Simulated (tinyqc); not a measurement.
Thermal stress and diffusional relaxation in a metal film: Coble and Nabarro-Herring creep, cooling and holds: one step, computed by the program tinyqc. Command: `OMP_NUM_THREADS=1 python tinyqc.py 3027169 3027170 out.jsonl creep walk`. One thread of a shared host (Intel(R) Xeon(R) Processor @ 2.30GHz), about 0.02 s of CPU time with the checks.

A thin film on a rigid substrate is stress-free at T0. Tension is positive and the film creeps linearly: d sigma/dt = -M (mismatch) dT/dt - sigma/tau.

Question. Creep at the hold temperature. Creep rate per stress: Nabarro-Herring 14 D Omega/(k_B T d^2), Coble (14 pi) delta D_b Omega/(k_B T d^3), with D = D0 exp(-E/(k_B T)), delta D_b = (delta D_b)0 exp(-E_b/(k_B T)); 1/tau = M x (sum of both)/2 (biaxial strain rate is half the uniaxial one). Temperatures in kelvin are T(C) + 273.15. sigma(t) = sigma_0 exp(-t/tau), relaxed part sigma_0 - sigma(t); the grain size where both mechanisms are equal is pi delta D_b/D.

Inputs (values chosen for the exercise, modelled on copper films on silicon): biaxial modulus M = 178 GPa; atomic volume Omega = 11.8 angstrom^3; lattice prefactor D0 = 1.6e-05 m^2/s; lattice energy E = 2.02 eV; boundary prefactor (delta D_b)0 = 4.1e-15 m^3/s; boundary energy E_b = 1.12 eV; grain size d = 0.17 um; stress-free temperature T0 = 300 C; hold temperature T = 130 C; hold time t = 0.43 h.

stress after a quench sigma_0 = 444.822 MPa

Constants: k_B = 1.380649e-23 J/K; k_B = 8.617333262e-05 eV/K.

Give: Nabarro-Herring rate; Coble rate; relaxation time tau; stress after the hold; stress relaxed during the hold; crossover grain size.

Answer.

Nabarro-Herring rate = 9.197e-25 1/(Pa s)

Coble rate = 7.761e-16 1/(Pa s)

relaxation time tau = 4.021 h

stress after the hold = 399.7 MPa

stress relaxed during the hold = 45.11 MPa

crossover grain size = 1.435e+08 um

Coble creep is 8.4e8 times as fast as Nabarro-Herring creep at this grain size. The crossover size is formal, far above any film grain. Caution: bulk creep laws overstate relaxation in a bonded film, where the substrate constrains boundary diffusion, and dislocation glide is left out.
